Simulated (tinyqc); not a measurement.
Electron-beam lithography: double-Gaussian proximity function, edge placement and dose correction for parallel lines: one step, computed by the program tinyqc. Command: `OMP_NUM_THREADS=1 python tinyqc.py 3113884 3113885 out.jsonl proximity walk`. One thread of a shared host (Intel(R) Xeon(R) Processor @ 2.30GHz), about 0.01 s of CPU time with the checks.

Lines are infinitely long. Absorbed energy is counted so that the middle of a very large area written at dose 1 receives 1; the resist develops where it exceeds 1/2.

Question. Shot noise and writing time. With dose = d_s D0: electrons per pixel N = dose x pixel area/e; relative noise 1/sqrt(N); time per cm^2 of pattern area = dose x density/current; pixel rate = current/(dose x pixel area).

Inputs (values chosen for the exercise, of the order of those for 30 keV electrons in resist on silicon): beam current = 7.2 nA; pixel size = 5 nm; pattern density around the test line = 0.63.

dose = 100.1357 microcoulomb/cm^2

Constants: e = 1.602176634e-19 C.

Give: electrons per pixel; shot noise; writing time per cm^2; pixel rate.

Answer.

electrons per pixel = 156.25

shot noise = 8.0000 %

writing time per cm^2 = 2.4339 h

pixel rate = 287.61 MHz
